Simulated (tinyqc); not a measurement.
Threshold of a short bulk MOSFET: charge sharing, barrier lowering, narrow width: one step of the calculation.

n-channel device on a p-type body, depletion approximation, full ionisation. Uniform doping N = Na. Vbi from Boltzmann statistics is rough for the degenerate source. Cox = eps0 eox/tox.

Problem. Long-channel threshold and scales. ni = sqrt(Nc Nv) exp(-Eg/(2 Vt)), Eg in volts; 2 pB = 2 Vt ln(N/ni); flat band Vfb - Vt ln(N/Na); Wd = sqrt(2 eps0 eps_r (2 pB - Vbs)/(q N)); body term q N Wd/Cox; long-channel VT0 = flat band + 2 pB + body term; Vbi = Vt ln(N Nsd/ni^2); scale length l = sqrt((eps_r/eox) tox Wd).

Inputs (values chosen for the exercise); band and dielectric values close to those of silicon: temperature T = 300 K; band gap Eg = 1.13 eV; relative permittivity eps_r = 11.9; conduction-band density of states at T Nc = 2.83e19 cm^-3; valence-band density of states at T Nv = 2.65e19 cm^-3; relative permittivity of the gate insulator (close to silicon dioxide) eox = 3.9; insulator thickness tox = 12 nm; channel doping Na = 6.9e17 cm^-3; source and drain doping Nsd = 1e20 cm^-3; flat-band voltage for the doping Na Vfb = -0.97 V; body-source voltage Vbs = 0 V.

Constants: q = 1.602176634e-19 C, kB = 1.380649e-23 J/K, Vt = kB T/q, eps0 = 8.8541878128e-14 F/cm where lengths are in cm. Results are converted to the units shown.

Find: N; 2 pB; flat band; Wd; body term; VT0; Vbi; l.

Solution.

N = 6.900e17 cm^-3
2 pB = 0.9397 V
flat band = -0.9700 V
Wd = 42.32 nm
body term = 1.626 V
VT0 = 1.596 V
Vbi = 1.068 V
l = 39.37 nm

Program tinyqc, `OMP_NUM_THREADS=1 python tinyqc.py 2002086 2002087 out.jsonl`; Intel Xeon 2.30GHz, shared host, one thread, about 0.01 s.
